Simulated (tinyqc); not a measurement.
Worked calculation (part 1 of 2): G0W0 on RHF in the sto-3g basis, for H6, spin multiplicity 1. Computed by tinyqc, a small Python program that keeps every step (integrals from PySCF). Settings: charge = 0, multiplicity = 1, basis = sto-3g, method = RHF, energy threshold = 1e-10, iteration cap = 56, orthogonalisation = canonical, start = atomic densities, DIIS depth = 6. Command: `OMP_NUM_THREADS=1 python tinyqc.py 25278 25279 out.jsonl` (the two numbers bound the seeds that draw the settings). One thread of a shared host (Intel(R) Xeon(R) Processor @ 2.60GHz), about 0.05 s of CPU time with the checks. The early iterations of the SCF are left out here.

## One-electron integrals

Geometry (angstrom):
```
atom         x         y         z
H     0.000000  0.000000  0.000000
H     0.000000  0.000000  1.064000
H     0.000000  0.000000  2.419000
H     0.000000  0.000000  3.483000
H     0.000000  0.000000  4.838000
H     0.000000  0.000000  5.902000
```

Basis sto-3g: exponents (1/bohr^2) and contraction coefficients of normalised primitives:
```
element  l (shell)  exponent  coefficient
H            s (1)  3.425251     0.154329
H            s (1)  0.623914     0.535328
H            s (1)  0.168855     0.444635
```

Overlap, kinetic and nuclear-attraction integrals over the contracted functions; the nuclear repulsion is the sum of Za Zb / Rab.

nuclear repulsion = 3.90064779 hartree

overlap S:
```
          1H 1s     2H 1s     3H 1s     4H 1s     5H 1s     6H 1s
1H 1s  1.000000  0.459591  0.057554  0.006251  0.000176  0.000005
2H 1s  0.459591  1.000000  0.314651  0.057554  0.003118  0.000176
3H 1s  0.057554  0.314651  1.000000  0.459591  0.057554  0.006251
4H 1s  0.006251  0.057554  0.459591  1.000000  0.314651  0.057554
5H 1s  0.000176  0.003118  0.057554  0.314651  1.000000  0.459591
6H 1s  0.000005  0.000176  0.006251  0.057554  0.459591  1.000000
```

kinetic energy T (hartree):
```
           1H 1s      2H 1s      3H 1s      4H 1s      5H 1s      6H 1s
1H 1s   0.760032   0.089261  -0.011086  -0.003185  -0.000174  -0.000008
2H 1s   0.089261   0.760032   0.025496  -0.011086  -0.001868  -0.000174
3H 1s  -0.011086   0.025496   0.760032   0.089261  -0.011086  -0.003185
4H 1s  -0.003185  -0.011086   0.089261   0.760032   0.025496  -0.011086
5H 1s  -0.000174  -0.001868  -0.011086   0.025496   0.760032   0.089261
6H 1s  -0.000008  -0.000174  -0.003185  -0.011086   0.089261   0.760032
```

nuclear attraction V (hartree):
```
           1H 1s      2H 1s      3H 1s      4H 1s      5H 1s      6H 1s
1H 1s  -2.281801  -1.029424  -0.122296  -0.013033  -0.000365  -0.000011
2H 1s  -1.029424  -2.568053  -0.722469  -0.128036  -0.006633  -0.000365
3H 1s  -0.122296  -0.722469  -2.689140  -1.141161  -0.128036  -0.013033
4H 1s  -0.013033  -0.128036  -1.141161  -2.689140  -0.722469  -0.122296
5H 1s  -0.000365  -0.006633  -0.128036  -0.722469  -2.568053  -1.029424
6H 1s  -0.000011  -0.000365  -0.013033  -0.122296  -1.029424  -2.281801
```

core Hamiltonian H = T + V (hartree):
```
           1H 1s      2H 1s      3H 1s      4H 1s      5H 1s      6H 1s
1H 1s  -1.521769  -0.940162  -0.133382  -0.016218  -0.000539  -0.000020
2H 1s  -0.940162  -1.808021  -0.696972  -0.139122  -0.008501  -0.000539
3H 1s  -0.133382  -0.696972  -1.929108  -1.051899  -0.139122  -0.016218
4H 1s  -0.016218  -0.139122  -1.051899  -1.929108  -0.696972  -0.133382
5H 1s  -0.000539  -0.008501  -0.139122  -0.696972  -1.808021  -0.940162
6H 1s  -0.000020  -0.000539  -0.016218  -0.133382  -0.940162  -1.521769
```

## Two-electron integrals

Functions are numbered as in S; the eight-fold symmetry (ij|kl) = (ji|kl) = (kl|ij) leaves the list below.

Two-electron integrals (ij|kl) in chemists' order, unique and non-zero (hartree):
```
(11|11) 0.774606   (21|11) 0.280739   (21|21) 0.133110   (22|11) 0.457696
(22|21) 0.280739   (22|22) 0.774606   (31|11) 0.024168   (31|21) 0.013031
(31|22) 0.032420   (31|31) 0.001611   (32|11) 0.096779   (32|21) 0.059930
(32|22) 0.175966   (32|31) 0.009031   (32|32) 0.058091   (33|11) 0.218613
(33|21) 0.129816   (33|22) 0.378065   (33|31) 0.024168   (33|32) 0.175966
(33|33) 0.774606   (41|11) 0.001954   (41|21) 0.001133   (41|22) 0.003066
(41|31) 0.000161   (41|32) 0.000991   (41|33) 0.003066   (41|41) 0.000018
(42|11) 0.013932   (42|21) 0.008375   (42|22) 0.024168   (42|31) 0.001351
(42|32) 0.009031   (42|33) 0.032420   (42|41) 0.000161   (42|42) 0.001611
(43|11) 0.082935   (43|21) 0.047031   (43|22) 0.129816   (43|31) 0.008375
(43|32) 0.059930   (43|33) 0.280739   (43|41) 0.001133   (43|42) 0.013031
(43|43) 0.133110   (44|11) 0.151931   (44|21) 0.082935   (44|22) 0.218613
(44|31) 0.013932   (44|32) 0.096779   (44|33) 0.457696   (44|41) 0.001954
(44|42) 0.024168   (44|43) 0.280739   (44|44) 0.774606   (51|11) 0.000039
(51|21) 0.000023   (51|22) 0.000064   (51|31) 3.77e-06   (51|32) 0.000025
(51|33) 0.000096   (51|41) 4.63e-07   (51|42) 4.72e-06   (51|43) 0.000039
(51|44) 0.000073   (51|51) 1.41e-08   (52|11) 0.000571   (52|21) 0.000325
(52|22) 0.000898   (52|31) 0.000055   (52|32) 0.000380   (52|33) 0.001580
(52|41) 0.000007   (52|42) 0.000078   (52|43) 0.000737   (52|44) 0.001580
(52|51) 2.37e-07   (52|52) 4.38e-06   (53|11) 0.008534   (53|21) 0.004655
(53|22) 0.012272   (53|31) 0.000778   (53|32) 0.005346   (53|33) 0.024168
(53|41) 0.000105   (53|42) 0.001224   (53|43) 0.013031   (53|44) 0.032420
(53|51) 3.77e-06   (53|52) 0.000078   (53|53) 0.001611   (54|11) 0.040229
(54|21) 0.021327   (54|22) 0.054277   (54|31) 0.003369   (54|32) 0.022299
(54|33) 0.096779   (54|41) 0.000451   (54|42) 0.005346   (54|43) 0.059930
(54|44) 0.175966   (54|51) 0.000017   (54|52) 0.000380   (54|53) 0.009031
(54|54) 0.058091   (55|11) 0.109379   (55|21) 0.056650   (55|22) 0.140216
(55|31) 0.008534   (55|32) 0.054277   (55|33) 0.218613   (55|41) 0.001092
(55|42) 0.012272   (55|43) 0.129816   (55|44) 0.378065   (55|51) 0.000039
(55|52) 0.000898   (55|53) 0.024168   (55|54) 0.175966   (55|55) 0.774606
(61|11) 9.80e-07   (61|21) 5.53e-07   (61|22) 1.51e-06   (61|31) 9.44e-08
(61|32) 6.53e-07   (61|33) 2.79e-06   (61|41) 1.24e-08   (61|42) 1.37e-07
(61|43) 1.31e-06   (61|44) 2.79e-06   (61|52) 7.75e-09   (61|53) 1.37e-07
(61|54) 6.53e-07   (61|55) 1.51e-06   (62|11) 0.000027   (62|21) 0.000015
(62|22) 0.000039   (62|31) 2.44e-06   (62|32) 0.000017   (62|33) 0.000073
(62|41) 3.27e-07   (62|42) 3.77e-06   (62|43) 0.000039   (62|44) 0.000096
(62|51) 1.16e-08   (62|52) 2.37e-07   (62|53) 4.72e-06   (62|54) 0.000025
(62|55) 0.000064   (62|62) 1.41e-08   (63|11) 0.000804   (63|21) 0.000428
(63|22) 0.001092   (63|31) 0.000068   (63|32) 0.000451   (63|33) 0.001954
(63|41) 0.000009   (63|42) 0.000105   (63|43) 0.001133   (63|44) 0.003066
(63|51) 3.27e-07   (63|52) 0.000007   (63|53) 0.000161   (63|54) 0.000991
(63|55) 0.003066   (63|61) 1.24e-08   (63|62) 4.63e-07   (63|63) 0.000018
(64|11) 0.006554   (64|21) 0.003419   (64|22) 0.008534   (64|31) 0.000523
(64|32) 0.003369   (64|33) 0.013932   (64|41) 0.000068   (64|42) 0.000778
(64|43) 0.008375   (64|44) 0.024168   (64|51) 2.44e-06   (64|52) 0.000055
(64|53) 0.001351   (64|54) 0.009031   (64|55) 0.032420   (64|61) 9.44e-08
(64|62) 3.77e-06   (64|63) 0.000161   (64|64) 0.001611   (65|11) 0.045377
(65|21) 0.023214   (65|22) 0.056650   (65|31) 0.003419   (65|32) 0.021327
(65|33) 0.082935   (65|41) 0.000428   (65|42) 0.004655   (65|43) 0.047031
(65|44) 0.129816   (65|51) 0.000015   (65|52) 0.000325   (65|53) 0.008375
(65|54) 0.059930   (65|55) 0.280739   (65|61) 5.53e-07   (65|62) 0.000023
(65|63) 0.001133   (65|64) 0.013031   (65|65) 0.133110   (66|11) 0.089661
(66|21) 0.045377   (66|22) 0.109379   (66|31) 0.006554   (66|32) 0.040229
(66|33) 0.151931   (66|41) 0.000804   (66|42) 0.008534   (66|43) 0.082935
(66|44) 0.218613   (66|51) 0.000027   (66|52) 0.000571   (66|53) 0.013932
(66|54) 0.096779   (66|55) 0.457696   (66|61) 9.80e-07   (66|62) 0.000039
(66|63) 0.001954   (66|64) 0.024168   (66|65) 0.280739   (66|66) 0.774606
```

## Orthogonalisation

S = U s U^T; canonical form X = U s^(-1/2), so that X^T S X = 1. Each column of U has its largest component positive (the first on a tie).

eigenvalues of S: 0.370489  0.487647  0.658766  1.186422  1.508030  1.788645

X:
```
               1          2          3          4          5         6
1H 1s   0.407442  -0.639385   0.573569   0.434611   0.383486  0.206869
2H 1s  -0.655270   0.746363  -0.365193   0.234680   0.409646  0.301888
3H 1s   0.868435  -0.243846  -0.544653  -0.421277   0.129176  0.381589
4H 1s  -0.868435  -0.243846   0.544653  -0.421277  -0.129176  0.381589
5H 1s   0.655270   0.746363   0.365193   0.234680  -0.409646  0.301888
6H 1s  -0.407442  -0.639385  -0.573569   0.434611  -0.383486  0.206869
```

## Starting guess

The start is atomic minimal-basis densities projected into this basis (PySCF's MINAO start) and scaled to the electron count of each spin; this density is not idempotent, so its energy is not variational and may lie below the converged one.

D at the start:
```
          1H 1s     2H 1s     3H 1s     4H 1s     5H 1s     6H 1s
1H 1s  0.958192  0.094634  0.016395  0.004635  0.000632  0.000177
2H 1s  0.094634  0.923131  0.092024  0.013920  0.007094  0.000632
3H 1s  0.016395  0.092024  0.926045  0.096100  0.013920  0.004635
4H 1s  0.004635  0.013920  0.096100  0.926045  0.092024  0.016395
5H 1s  0.000632  0.007094  0.013920  0.092024  0.923131  0.094634
6H 1s  0.000177  0.000632  0.004635  0.016395  0.094634  0.958192
```

## Iteration 9 (converged): orbitals

converged F (hartree):
```
           1H 1s      2H 1s      3H 1s      4H 1s      5H 1s      6H 1s
1H 1s  -0.227928  -0.451385  -0.081981   0.004067   0.001685  -0.003733
2H 1s  -0.451385  -0.268464  -0.247973  -0.081123  -0.005577   0.001685
3H 1s  -0.081981  -0.247973  -0.270413  -0.451639  -0.081123   0.004067
4H 1s   0.004067  -0.081123  -0.451639  -0.270413  -0.247973  -0.081981
5H 1s   0.001685  -0.005577  -0.081123  -0.247973  -0.268464  -0.451385
6H 1s  -0.003733   0.001685   0.004067  -0.081981  -0.451385  -0.227928
```

Diagonalise F' = X^T F X, C = X C', fill 3 alpha and 3 beta electrons from the bottom; D = 2 C_occ C_occ^T. Each column has its largest component positive (the first on a tie).

F' = X^T F X (hartree):
```
          1          2          3          4          5          6
1  0.715015   0.000000   0.012556   0.000000   0.031353   0.000000
2  0.000000   0.468807   0.000000  -0.053229   0.000000   0.013777
3  0.012556   0.000000   0.244270   0.000000  -0.018086   0.000000
4  0.000000  -0.053229   0.000000  -0.370253   0.000000   0.002494
5  0.031353   0.000000  -0.018086   0.000000  -0.485188   0.000000
6  0.000000   0.013777   0.000000   0.002494   0.000000  -0.568637
```

orbital energies (hartree): MO1 -0.568872, MO2 -0.486470, MO3 -0.373559, MO4 0.244424, MO5 0.472348, MO6 0.716143

coefficients C:
```
            MO1        MO2        MO3        MO4        MO5        MO6
1H 1s  0.208743   0.386945  -0.397109  -0.553125  -0.662740   0.431715
2H 1s  0.287451   0.417437  -0.286226   0.359200   0.733973  -0.653664
3H 1s  0.391824   0.092496   0.429130   0.569302  -0.211817   0.857235
4H 1s  0.391824  -0.092496   0.429130  -0.569302  -0.211817  -0.857235
5H 1s  0.287451  -0.417437  -0.286226  -0.359200   0.733973   0.653664
6H 1s  0.208743  -0.386945  -0.397109   0.553125  -0.662740  -0.431715
```

D after iteration 9:
```
           1H 1s      2H 1s      3H 1s      4H 1s      5H 1s      6H 1s
1H 1s   0.701991   0.670383  -0.105660  -0.248824   0.024282   0.103084
2H 1s   0.670383   0.677613   0.056827  -0.097619  -0.019401   0.024282
3H 1s  -0.105660   0.056827   0.692468   0.658246  -0.097619  -0.248824
4H 1s  -0.248824  -0.097619   0.658246   0.692468   0.056827  -0.105660
5H 1s   0.024282  -0.019401  -0.097619   0.056827   0.677613   0.670383
6H 1s   0.103084   0.024282  -0.248824  -0.105660   0.670383   0.701991
```

## Convergence

Stop when the energy changes by less than 1e-10 hartree and every element of the error matrix X^T (F D S - S D F) X is below 3e-06.

Course of the cycle:
```
iteration  E (hartree)     change  largest element of the error matrix
1          -2.18835980          -                             2.21e-02
2          -3.12001200  -9.32e-01                             6.62e-02
3          -3.11877335   1.24e-03                             7.36e-02
4          -3.12565973  -6.89e-03                             1.78e-02
5          -3.12607050  -4.11e-04                             5.28e-03
6          -3.12611032  -3.98e-05                             3.45e-04
7          -3.12611050  -1.76e-07                             8.98e-06
8          -3.12611050  -1.08e-10                             2.52e-08
9          -3.12611050   8.88e-16                             1.07e-11
```

PySCF RHF in the same basis = -3.12611050 hartree

Converged in 9 iterations.

## Populations, bond orders and dipole

Mulliken: Z minus the diagonal of D S on the atom; Loewdin: the same with S^(1/2) D S^(1/2); Mayer order: 2 sum_s sum (D(s) S)_ij (D(s) S)_ji over the two atoms.

Charges (e):
```
atom   Mulliken    Loewdin
1H    -0.002461  -0.007633
2H     0.002079   0.007156
3H     0.000382   0.000477
4H     0.000382   0.000477
5H     0.002079   0.007156
6H    -0.002461  -0.007633
```

Mayer bond orders:
```
pair      order
2-1    0.930849
3-1   -0.001188
3-2    0.069296
4-1    0.060563
4-2   -0.001161
4-3    0.872490
5-1   -0.000107
5-2    0.001119
5-3   -0.001161
5-4    0.069296
6-1    0.009877
6-2   -0.000107
6-3    0.060563
6-4   -0.001188
6-5    0.930849
```

dipole moment about the origin, x y z (debye): 0.000000  0.000000  0.000000

## Integrals over molecular orbitals

(pq|rs) = sum C_ip C_jq C_kr C_ls (ij|kl), one index at a time.

one-electron integrals over orbitals h = C^T H C (hartree):
```
           1          2          3          4          5          6
1  -1.999537   0.000000  -0.123081   0.000000  -0.068628   0.000000
2   0.000000  -1.807871   0.000000  -0.149772   0.000000   0.052304
3  -0.123081   0.000000  -1.790449   0.000000   0.127492   0.000000
4   0.000000  -0.149772   0.000000  -1.526111   0.000000  -0.130112
5  -0.068628   0.000000   0.127492   0.000000  -1.295195   0.000000
6   0.000000   0.052304   0.000000  -0.130112   0.000000  -1.256718
```

Two-electron integrals over orbitals (pq|rs), unique and non-zero (hartree):
```
(11|11) 0.380076    (21|21) 0.124356    (22|11) 0.298924    (22|22) 0.357206
(31|11) 0.076173    (31|22) -0.054441   (31|31) 0.123254    (32|21) -0.116494
(32|32) 0.133834    (33|11) 0.350175    (33|22) 0.312269    (33|31) 0.039297
(33|33) 0.349090    (41|21) 0.036779    (41|32) 0.007277    (41|41) 0.083214
(42|11) 0.054813    (42|22) -0.003614   (42|31) 0.049233    (42|33) 0.011270
(42|42) 0.072582    (43|21) 0.060735    (43|32) -0.058001   (43|41) 0.016293
(43|43) 0.081339    (44|11) 0.350244    (44|22) 0.311926    (44|31) 0.037643
(44|33) 0.341666    (44|42) 0.017892    (44|44) 0.353421    (51|11) 0.008788
(51|22) 0.026901    (51|31) -0.022560   (51|33) -0.011122   (51|42) 0.040195
(51|44) -0.004829   (51|51) 0.050146    (52|21) 0.023646    (52|32) 0.005676
(52|41) 0.056409    (52|43) -0.042384   (52|52) 0.093325    (53|11) -0.060627
(53|22) -0.000871   (53|31) -0.051927   (53|33) -0.021379   (53|42) -0.070206
(53|44) -0.017915   (53|51) -0.036884   (53|53) 0.074189    (54|21) 0.116533
(54|32) -0.129130   (54|41) -0.001465   (54|43) 0.059451    (54|52) -0.004820
(54|54) 0.137001    (55|11) 0.309952    (55|22) 0.361217    (55|31) -0.047750
(55|33) 0.321432    (55|42) -0.000602   (55|44) 0.328090    (55|51) 0.027103
(55|53) -0.002145   (55|55) 0.381404    (61|21) 0.001621    (61|32) 0.015260
(61|41) 0.029882    (61|43) 0.054790    (61|52) -0.035535   (61|54) -0.013246
(61|61) 0.070299    (62|11) -0.012994   (62|22) -0.030417   (62|31) 0.020761
(62|33) 0.003336    (62|42) -0.038110   (62|44) 0.005440    (62|51) -0.047668
(62|53) 0.040007    (62|55) -0.029863   (62|62) 0.049540    (63|21) 0.039588
(63|32) 0.000952    (63|41) 0.080930    (63|43) 0.017750    (63|52) 0.057205
(63|54) -0.002230   (63|61) 0.029335    (63|63) 0.085364    (64|11) 0.078238
(64|22) -0.049021   (64|31) 0.119913    (64|33) 0.040599    (64|42) 0.051582
(64|44) 0.041535    (64|51) -0.020179   (64|53) -0.053434   (64|55) -0.051140
(64|62) 0.020034    (64|64) 0.128623    (65|21) -0.127882   (65|32) 0.120938
(65|41) -0.038356   (65|43) -0.064620   (65|52) -0.024655   (65|54) -0.125772
(65|61) -0.002572   (65|63) -0.043333   (65|65) 0.142043    (66|11) 0.401198
(66|22) 0.316378    (66|31) 0.080573    (66|33) 0.371456    (66|42) 0.059841
(66|44) 0.377748    (66|51) 0.010399    (66|53) -0.066699   (66|55) 0.335648
(66|62) -0.014960   (66|64) 0.087752    (66|66) 0.442520
```

## Screening: direct RPA

With D = e_a - e_i and K = (ia|jb): diagonalise D^(1/2) (D + 4K) D^(1/2) = Z w^2 Z^T; X + Y = D^(1/2) Z w^(-1/2), each column of Z with its largest component positive (the first on a tie); E_c = (sum w - tr (D + 2K)) / 2.

D^(1/2) (D + 4K) D^(1/2) (hartree^2):
```
          1>4        1>5        1>6        2>4        2>5        2>6        3>4        3>5
1>4  0.932163   0.000000   0.122193   0.000000   0.199251   0.000000   0.046203   0.000000
1>5  0.000000   1.292991   0.000000   0.140260   0.000000  -0.213364   0.000000  -0.138462
1>6  0.122193   0.000000   2.012605   0.000000  -0.157777   0.000000   0.195301   0.000000
2>4  0.000000   0.140260   0.000000   0.746404   0.000000  -0.142919   0.000000  -0.220813
2>5  0.199251   0.000000  -0.157777   0.000000   1.277258   0.000000  -0.130501   0.000000
2>6  0.000000  -0.213364   0.000000  -0.142919   0.000000   1.684587   0.000000   0.161406
3>4  0.046203   0.000000   0.195301   0.000000  -0.130501   0.000000   0.582968   0.000000
3>5  0.000000  -0.138462   0.000000  -0.220813   0.000000   0.161406   0.000000   0.966585
3>6  0.304751   0.000000   0.138851   0.000000   0.233894   0.000000   0.058264   0.000000

          3>6
1>4  0.304751
1>5  0.000000
1>6  0.138851
2>4  0.000000
2>5  0.233894
2>6  0.000000
3>4  0.058264
3>5  0.000000
3>6  1.559534
```

excitation energies w (hartree): 0.726414  0.778146  0.884183  0.988469  1.057260  1.109320  1.347396  1.370180  1.456639

X + Y:
```
             1          2          3          4          5          6          7          8
1>4  -0.158395   0.000000   0.873444   0.000000   0.078406   0.000000   0.260654   0.000000
1>5   0.000000  -0.080298   0.000000   0.450984   0.000000   0.766095   0.000000  -0.366554
1>6  -0.117915   0.000000  -0.137494   0.000000   0.268568   0.000000  -0.247339   0.000000
2>4   0.000000   0.840854   0.000000  -0.350920   0.000000   0.155195   0.000000  -0.153475
2>5   0.232650   0.000000  -0.235649   0.000000   0.751118   0.000000   0.446866   0.000000
2>6   0.000000   0.034377   0.000000  -0.143451   0.000000   0.544066   0.000000   0.789009
3>4   0.887941   0.000000   0.138644   0.000000  -0.117828   0.000000  -0.033115   0.000000
3>5   0.000000   0.512559   0.000000   0.730440   0.000000  -0.222824   0.000000   0.207520
3>6  -0.054037   0.000000  -0.311797   0.000000  -0.543699   0.000000   0.661026   0.000000

             9
1>4   0.124232
1>5   0.000000
1>6   0.868809
2>4   0.000000
2>5  -0.057740
2>6   0.000000
3>4   0.091133
3>5   0.000000
3>6   0.262452
```

RPA correlation energy = -0.09371780 hartree

## G0W0 on Hartree-Fock: HOMO

W(p,q,m) = sqrt2 sum_ia (pq|ia) (X+Y)_ia,m; Sigma_c(x) = sum_(i,m) W^2/(x - e_i + w_m) + sum_(a,m) W^2/(x - e_a - w_m); solve x = e_p + Sigma_c(x) by Newton steps; Z = 1/(1 - dSigma/dx); 1 hartree = 27.211386 eV.

The 12 largest terms at x = e_p (hartree; W for the signs of X + Y given):
```
q  m          W       term
1  4  -0.096674   0.007895
6  7   0.134692  -0.007444
2  1  -0.075214   0.006740
5  8   0.100772  -0.004582
4  1   0.074053  -0.004079
4  9   0.090714  -0.003967
5  4   0.079838  -0.003475
6  9   0.079562  -0.002486
4  5  -0.049607  -0.001469
3  4  -0.035448   0.001271
5  6  -0.047966  -0.001177
6  3   0.041038  -0.000853
```

Newton steps (hartree):
```
step          x  Sigma_c(x)         Z
0     -0.373559   -0.013652  0.967962
1     -0.386774   -0.013213  0.967719
2     -0.386772   -0.013213  0.967719
```

quasiparticle energy of the HOMO = -10.524601 eV

Hartree-Fock value = -10.165053 eV
